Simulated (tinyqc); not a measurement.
Inside a calculation. Model: rapid thermal processing of a wafer: radiative balance, ramp and cooling, pattern effects, pyrometer error and spike budget. Computed by tinyqc, a small Python program that keeps every step. Command: `OMP_NUM_THREADS=1 python tinyqc.py 3113560 3113561 out.jsonl rtp walk`. One thread of a shared host (Intel(R) Xeon(R) Processor @ 2.30GHz), about 0.04 s of CPU time with the checks. Intermediate numbers are printed to about 7 digits and carried at full precision; extremes and crossings named in words are read from the listed rows.

The wafer is opaque and uniform through its thickness unless said otherwise; temperatures in formulas are in kelvin (C + 273.15). sigma = 5.670374419e-12 W/(cm^2 K^4).

Inputs (values chosen for the exercise, modelled on a hot silicon wafer): wafer thickness d = 525 micrometre; heat capacity per volume C = 2.19 J/(cm^3 K); thermal conductivity k = 0.27 W/(cm K); emissivity eps of each face = 0.6; reflectivity of the chamber walls r = 0.49; gas heat-transfer coefficient h, both faces together = 2.3 mW/(cm^2 K); wall temperature T_w = 500 K; process temperature = 665 C; starting temperature = 500 C; ramp rate = 160 K/s; relative change of absorptivity over a pattern = 15 %; period of the pattern = 0.66 mm; pyrometer wavelength = 4.5 micrometre; error of the assumed emissivity = 2.6 %; activation energy of the process E_a = 2 eV.

Constants: k_B = 8.617333262e-05 eV/K; h = 6.62607015e-34 J s; c = 299792458 m/s; k_B = 1.380649e-23 J/K.

## Power to hold and to ramp

Effective emissivity between parallel grey plates: eps_eff = 1/(1/eps + 1/(1 - r) - 1). Loss per area q(T) = 2 eps_eff sigma (T^4 - T_w^4) + h (T - T_w). Absorbed power during a ramp = q(T) + C d x ramp rate; thermal time constant tau = C d/(dq/dT), dq/dT = 8 eps_eff sigma T^3 + h; natural cooling rate q/(C d); front-to-back difference under one-sided heating at the end of the ramp = (absorbed power) d/(2 k).

eps_eff = 0.3805970

holding power q = 4.081440 W/cm^2

power at the end of the ramp = 22.47744 W/cm^2

dq/dT = 16.55555 mW/(cm^2 K)

time constant tau = 6.944801 s

natural cooling rate = 35.49850 K/s

front-to-back difference = 2.185307 K

Radiation carries 75 % of the loss. The ramp needs 5.5 times the holding power.

## Cooling curve

Cooling with the lamps off: C d dT/dt = -q(T), integrated adaptively (relative tolerance 1e-10).

Lamps off at t = 0:
```
t (s)     T (C)  cooling rate (K/s)
0.69   641.6590            32.24379
1.40   619.8076            29.38316
2.80   582.0019            24.83427
4.90   535.3764            19.86838
6.90   499.2143            16.46174
10.00  454.3610            12.72119
17.00  384.4408             7.82603
28.00  320.9223             4.21141
```

The rate falls from 35.5 K/s at t = 0 to 4.21 K/s in the last row.

## Thermal budget of a spike

Spike anneal: linear ramp to the peak, then lamps off. Equivalent time at the peak = int exp(-(E_a/k_B)(1/T - 1/T_peak)) dt; estimate (k_B T^2/E_a)(1/ramp rate + 1/cooling rate). The ramp part uses 4000 trapezoid steps, the cooling part 4000 steps over 4 tau. Time within 50 K of the peak from the same curves.

equivalent time, ramp = 0.2190888 s

equivalent time, cooling = 1.151079 s

equivalent time, total = 1.370168 s

estimate = 1.305272 s

time within 50 K of the peak = 1.877832 s

Cooling supplies 84 % of the budget.

## What a faster ramp buys

The formulas are those given above.

Against the ramp rate:
```
ramp (K/s)  ramp part (s)  cooling part (s)  total (s)  power at the peak (W/cm^2)
10               3.505421          1.151079   4.656500                      5.2312
25               1.402168          1.151079   2.553247                      6.9558
50               0.701084          1.151079   1.852163                      9.8302
100              0.350542          1.151079   1.501621                     15.5789
250              0.140217          1.151079   1.291296                     32.8252
500              0.070108          1.151079   1.221187                     61.5689
1000             0.035054          1.151079   1.186133                    119.0564
```

From 10 to 100 K/s the total falls by a factor 3.1, from 100 to 1000 K/s by 1.27: the cooling part, 1.15 s, is a floor, and the natural cooling rate here is 35.5 K/s.

## Pattern effect

At steady state a sinusoidal change of absorbed power of relative amplitude a and period p gives the temperature amplitude a q/(dq/dT + k d (2 pi/p)^2); healing length l = sqrt(k d/(dq/dT)); process change = E_a dT/(k_B T^2). Emissivity is taken as unchanged.

healing length l = 9.253153 mm

amplitude without lateral conduction = 36.97950 K

amplitude = 0.004764900 K

change of the process rate = 0.01256511 %

Lateral conduction cuts the amplitude to 0.013 %, since p/(2 pi l) = 0.011.

## Pyrometer error

Signal proportional to eps/(exp(c2/(lambda T)) - 1), c2 = h c/k_B. If the assumed emissivity is too high by the given error, the reading T' solves (1 + error)/(exp(c2/(lambda T')) - 1) = 1/(exp(c2/(lambda T)) - 1). Wien estimate: T' - T = -lambda T^2 ln(1 + error)/c2. Process rates go as exp(-E_a/(k_B T)).

c2 = 14387.77 micrometre K

c2/(lambda T) = 3.408071

reading less true temperature = -6.785178 K

Wien estimate = -7.065638 K

rate at T over rate at T', less 1 = 19.74923 %

Caution: below about 600 C lightly doped silicon is partly transparent at this wavelength, so its emissivity is not yet the hot value early in the ramp.

Checks made by the program: cooling time against quadrature of C d dT/q (relative difference 6e-08).
